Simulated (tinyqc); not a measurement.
Vertical double-diffused power MOSFET, components of the on-resistance: two steps of the calculation.

Stripe cells of pitch Wp + a, two channels a cell. Current flows through the channels, spreads in the accumulation layer, passes the gap between the p bodies and spreads at 45 degrees into the drift layer below them. Low drain voltage, full ionisation.

Inputs (values chosen for the exercise); bulk values close to those of gallium nitride:
- T = 350 K (temperature)
- eps_r = 9.38 (relative permittivity)
- Kc = 26100 V/cm per (cm^-3)^(1/8) (critical-field constant)
- BV = 1700 V (rated breakdown voltage of the drift layer)
- mud = 919 cm^2/(V s) (drift mobility at 300 K)
- bt = 2.4 (temperature exponent of the drift mobility)
- tox = 95 nm (gate oxide thickness (eps_r 3.9))
- Vov = 4 V (gate overdrive)
- mch = 17 cm^2/(V s) (channel mobility)
- mac = 100 cm^2/(V s) (accumulation-layer mobility)
- Lc = 1.2 um (channel length)
- Wp = 5 um (width of the p body in one cell, channels included)
- a = 3 um (gap between neighbouring p bodies)
- xp = 1.5 um (depth of the p body)
- Nj = 3 (doping of the gap over the drift doping)
- Vbi = 3.08 V (built-in voltage of the body junction)
- Rs = 0.51 mohm cm^2 (substrate and contact resistance)

Constants: q = 1.602176634e-19 C, eps0 = 8.8541878128e-14 F/cm where lengths are in cm. Results are converted to the units shown.

Question 1. Drift layer. Triangular field at breakdown with Ec = Kc N^(1/8): BV = eps0 eps_r Ec^2/(2 q N), so N = (eps0 eps_r Kc^2/(2 q BV))^(4/3); W = 2 BV/Ec; mu = mud (T/300 K)^(-bt); rho = 1/(q mu N); ideal resistance rho W.

Wanted: N; Ec; W; mu; rho; ideal resistance.

Answer 1.

N = 1.0518e16 cm^-3
Ec = 2.6265 MV/cm
W = 12.945 um
mu = 634.81 cm^2/(V s)
rho = 0.93481 ohm cm
ideal resistance = 1.2101 mohm cm^2

Question 2. Components of the on-resistance. Pitch p = Wp + a, Cox = 3.9 eps0/tox; zero-bias depletion in the gap w0 = sqrt(2 eps0 eps_r Vbi/(q N Nj)), open gap g = a - 2 w0; R_ch = Lc p/(2 mch Cox Vov); R_acc = 0.6 a p/(4 mac Cox Vov), 0.6 being an empirical factor for current leaving the layer along its length; R_gap = (rho/Nj) xp p/g; spreading depth t = min(W, (p - g)/2); R_drift = (rho p/2) ln((g + 2 t)/g) + rho (W - t); R_on = the sum with Rs.

N = 1.0517787e16 cm^-3
W = 12.944875 um
mu = 634.80921 cm^2/(V s)
rho = 0.93480715 ohm cm

Wanted: w0; g; components; R_on; shares.

Answer 2.

w0 = 0.3181 um
g = 2.364 um
components (mohm cm^2): channel 19.42, accumulation 2.476, gap 0.1582, drift 1.403, substrate 0.5100
R_on = 23.97 mohm cm^2
shares (%): channel 81.03, accumulation 10.33, gap 0.66, drift 5.85, substrate 2.13

The channel term is the largest. R_on is 19.8 times the ideal drift resistance, and spreading raises the drift term to 1.16 times it.

Computed by the program tinyqc: `OMP_NUM_THREADS=1 python tinyqc.py 2230008 2230009 out.jsonl`, one thread of a shared Intel Xeon 2.30GHz, about 0.01 s for the whole run.
